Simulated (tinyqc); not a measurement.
## Ionisation constants from two fields

Problem. alpha_n = an exp(-bn/E). Find bn and an.

alpha_n at 360 and 629 kV/cm (1/cm): 2301.1945  86201.186

Solution. ln alpha is a straight line in 1/E with slope -bn and intercept ln an.

bn = 3.050e6 V/cm
an = 1.100e7 1/cm

Computed by the program tinyqc: `OMP_NUM_THREADS=1 python tinyqc.py 2120119 2120120 out.jsonl`, one thread of a shared Intel Xeon 2.30GHz, about 0.03 s for the whole run.
